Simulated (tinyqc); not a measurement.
Planar metal-insulator-metal capacitor: capacitance, non-linearity, leakage and relaxation: one step of the calculation.

A film between two metal electrodes, each interface adding a series capacitance ci. The small-signal permittivity is ek (1 + aq E^2); the field is found with the linear permittivity. Leakage J = J0 sinh(E/Ef). After a voltage step the film passes a relaxation current kr C V tt^(-nr), tt being the time in seconds.

Question. Planar capacitance, field and non-linearity. Planar film: Cf = eps0 ek/t, 1/C = 1/Cf + 2/ci, EOT = 3.9 eps0/C, effective permittivity C t/eps0, E = (V/t) C/Cf; quadratic coefficient [C(V)/C - 1]/V^2 with Cf (1 + aq E^2) in C(V).

Values chosen for this exercise; permittivity of the order of that of hafnium oxide:
```
symbol    value       unit                                                             meaning
ek         19.9                                              relative permittivity of the film
t            20         nm                                                      film thickness
ci         1000    uF/cm^2  capacitance of each electrode interface (dead layer and screening)
aq       0.0028  cm^2/MV^2                     quadratic field coefficient of the permittivity
V           2.4          V                                                                bias
J0      2.6e-11     A/cm^2                                                   leakage prefactor
Ef         0.22      MV/cm                             field for an e-fold rise of the leakage
```

Constants: eps0 = 8.8541878128e-14 F/cm where lengths are in cm. Results are converted to the units shown.

Wanted: Cf; C; EOT; effective permittivity; E; quadratic coefficient; J.

Answer.

Cf = 0.8810 uF/cm^2
C = 0.8794 uF/cm^2
EOT = 3.927 nm
effective permittivity = 19.86
E = 1.198 MV/cm
quadratic coefficient = 696.3 ppm/V^2
J = 3.011e-9 A/cm^2

The interfaces take 0.176 % of the voltage.

Numbers from tinyqc (`OMP_NUM_THREADS=1 python tinyqc.py 2102141 2102142 out.jsonl`; about 0.01 s on one thread of a shared Intel Xeon 2.30GHz).
